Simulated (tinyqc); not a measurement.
Free and trapped electrons in a MOS channel with a dense trap tail: two steps of the calculation.

p-type body, charge-sheet picture, full ionisation (an idealisation for deep acceptors), Boltzmann statistics for free electrons. e = Ec - EF at the surface. Acceptor-like traps of density D(E) = D0 + De exp(-E/Ew) at depth E below Ec, from 0 to Eu, hold n_t = integral of D(E)/(1 + exp((e - E)/Vt)). psi = Eg - Vt ln(Nv/Na) - e; N_dep = sqrt(2 eps0 eps_r Na (psi - Vt)/q); n_f = sqrt(N_dep^2 + 2 eps0 eps_r Vt Nc exp(-e/Vt)/q) - N_dep; Vg = Vfb + psi + q (N_dep + n_t + n_f)/Cox, Cox = eps0 eox/tox.

Values chosen for this exercise; band and dielectric values close to those of 4H silicon carbide:
```
symbol    value         unit                                             meaning
T           300            K                                         temperature
Eg          3.3           eV                                            band gap
eps_r      9.52                                            relative permittivity
Nc      1.71e19        cm^-3              conduction-band density of states at T
Nv      2.48e19        cm^-3                 valence-band density of states at T
eox         3.9                           relative permittivity of the insulator
tox          65           nm                                 insulator thickness
Na       3.8e15        cm^-3                                    acceptor density
Vfb       -2.24            V            flat-band voltage without trapped charge
D0       1.8e10  cm^-2 eV^-1  constant background density of acceptor-like traps
De       1.5e13  cm^-2 eV^-1          density of the tail at the conduction edge
Ew         0.06           eV                            decay energy of the tail
Eu         0.54           eV        depth below Ec down to which the traps reach
mf           63   cm^2/(V s)                          mobility of free electrons
e         0.109           eV                              Ec - EF at the surface
```

Constants: q = 1.602176634e-19 C, kB = 1.380649e-23 J/K, Vt = kB T/q, eps0 = 8.8541878128e-14 F/cm where lengths are in cm. Results are converted to the units shown.

Problem 1. Trapped charge. Trapezoid rule on 12 equal steps from 0 to Eu, f = 1/(1 + exp((e - E)/Vt)).

Give: E; D(E) f; n_t.

Solution 1.

```
point   E (eV)  D(E) f (cm^-2 eV^-1)
0            0              2.183e11
1      0.04500              5.511e11
2      0.09000              1.091e12
3       0.1350              1.171e12
4       0.1800              7.187e11
5       0.2250              3.666e11
6       0.2700              1.843e11
7       0.3150              9.668e10
8       0.3600              5.518e10
9       0.4050              3.556e10
10      0.4500              2.630e10
11      0.4950              2.192e10
12      0.5400              1.985e10
```

n_t = 1.997e11 cm^-2

Problem 2. Charges and gate voltage. psi, N_dep, n_f and Vg as defined, with the n_t given; free share n_f/(n_f + n_t); apparent mobility mf n_f/(n_f + n_t); gate voltage spent on traps q n_t/Cox.

n_t = 1.9965690e11 cm^-2

Wanted: psi; N_dep; n_f; Vg; free share; apparent mobility; gate voltage spent on traps.

Solution 2.

psi = 2.964 V
N_dep = 3.427e11 cm^-2
n_f = 8.865e10 cm^-2
Vg = 2.627 V
free share = 30.75 %
apparent mobility = 19.37 cm^2/(V s)
gate voltage spent on traps = 0.6021 V

tinyqc, about 0.02 s, one thread, Intel Xeon 2.30GHz (shared host): `OMP_NUM_THREADS=1 python tinyqc.py 2222058 2222059 out.jsonl`
